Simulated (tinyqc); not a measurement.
Grain-boundary trapping model (Seto) of a polycrystalline semiconductor film: one step, computed by the program tinyqc. Command: `OMP_NUM_THREADS=1 python tinyqc.py 3011616 3011617 out.jsonl poly walk`. One thread of a shared host (Intel(R) Xeon(R) Processor @ 2.30GHz), about 0.01 s of CPU time with the checks.

Grains of equal size L are joined by thin boundaries with one trap level. Trapped carriers deplete a width W on each side and raise a barrier, crossed by thermionic emission. Dopants are fully ionised, statistics are non-degenerate and mu_g does not depend on T.

Task: Barrier. N_c(T) = N_c (T/300 K)^(3/2). Filled traps Q = Q_t/(1 + (1/2) exp((E_t* - E_F)/k_B T)), where E_t* = e V_B - E_t and E_F are counted from the band edge at the grain centre. Partial depletion: Q = 2 N W, V_B = e N W^2/(2 eps eps_0), E_F = k_B T ln(N/N_c); solve for W. If that W would exceed L/2 the grain is fully depleted: W = L/2, Q = N L, and E_F follows from the trap equation. Centre density n_0 = N_c exp(E_F/k_B T).

Inputs (values chosen for the exercise, modelled on polycrystalline silicon):
```
quantity                                     value    unit
permittivity eps                              11.7       -
effective density of states at 300 K, N_c    2e+19  1/cm^3
grain size L                                   200      nm
trap density Q_t                           8.7e+11  1/cm^2
trap level E_t below the band edge            0.23      eV
doping N                                   7.1e+16  1/cm^3
temperature T                                  300       K
```

Grain interior: resistance included.

Constants: k_B = 8.617333262e-05 eV/K; e = 1.602176634e-19 C; eps_0 = 8.8541878128e-12 F/m.

Give: depletion width W; barrier V_B; E_F; centre density n_0.

Result:

depletion width W = 39.67 nm

barrier V_B = 0.08638 V

E_F = -0.1458 eV

centre density n_0 = 7.10e+16 1/cm^3

The grain is partly depleted; 64.7 % of the traps are filled, and they hold 39.7 % of the carriers.
